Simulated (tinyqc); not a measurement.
## Threshold-voltage variability of a planar MOSFET, analytic estimates: a gate of 8 grains

Three independent sources add in quadrature: random dopants in the depleted layer, metal-gate grains of two orientations, and roughness of the two gate edges acting through the roll-off VT = VT(long) - Vr exp(-L/l). These are first-order estimates: no three-dimensional electrostatics, no percolation.

Each of 8 equal grains has the higher work function with probability p; the threshold shift is dW (j/8 - p) for j such grains, and the off current changes by exp(-shift/(n Vt)).

Parameters, values chosen for the exercise; material values close to those of silicon:

| symbol | value | unit | meaning |
|---|---|---|---|
| T | 300 | K | temperature |
| dW | 0.2 | eV | work-function difference of the two grain orientations |
| p | 0.3 |  | share of the orientation of higher work function |
| n | 1.2 |  | subthreshold factor |

Constants: q = 1.602176634e-19 C, kB = 1.380649e-23 J/K, Vt = kB T/q. Results are converted to the units shown.

Distribution:
```
j	probability	shift (mV)	Ioff factor	probability x factor
0	0.05765	-60.0	6.918	0.3988
1	0.1977	-35.0	3.090	0.6108
2	0.2965	-10.0	1.380	0.4092
3	0.2541	15.0	0.6166	0.1567
4	0.1361	40.0	0.2754	0.03750
5	0.04668	65.0	0.1230	0.005743
6	0.01000	90.0	0.05496	5.497e-4
7	0.001225	115.0	0.02455	3.007e-5
8	6.561e-5	140.0	0.01097	7.195e-7
```

What do the numbers show?

The standard deviation is dW sqrt(p (1 - p)/8) = 32.4 mV. The mean off current is 1.62 times the nominal one; the log-normal formula exp(s^2/(2 (n Vt)^2)) gives 1.73. Devices with j = 1, 20 % of all, carry 38 % of the mean leakage.

Program tinyqc, `OMP_NUM_THREADS=1 python tinyqc.py 2090068 2090069 out.jsonl`; Intel Xeon 2.30GHz, shared host, one thread, about 0.01 s.
